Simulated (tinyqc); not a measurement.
Equilibrium and kinetic segregation of a solute to boundaries and growing surfaces: one step, computed by the program tinyqc.

Question. Segregation at a growing surface. Two-state exchange during growth, dilute: jump up r_u = nu exp(-E_b/(k_B T_g)), jump back r_d = r_u exp(-E_s/(k_B T_g)), nu = 1e13 1/s. In the time 1/R of one monolayer the share carried up is p = [r_u/(r_u + r_d)] [1 - exp(-(r_u + r_d)/R)]; the tail decays as p^n, length -1/ln p monolayers; the equilibrium limit has p = r_u/(r_u + r_d).

Inputs (values chosen for the exercise, for a model alloy):
```
quantity,value,unit
exchange barrier E_b,1.36,eV
surface segregation energy E_s,0.43,eV
growth temperature T_g,680,K
growth rate,0.11,monolayers/s
```

Constants: k_B = 8.617333262e-05 eV/K.

Give: r_u; r_d; share carried up p; decay length.

Answer.

r_u = 832.6 1/s

r_d = 0.5414 1/s

share carried up p = 0.9994

decay length = 1538 monolayers

Exchange is fast against growth: the equilibrium regime, where heating shortens the tail.
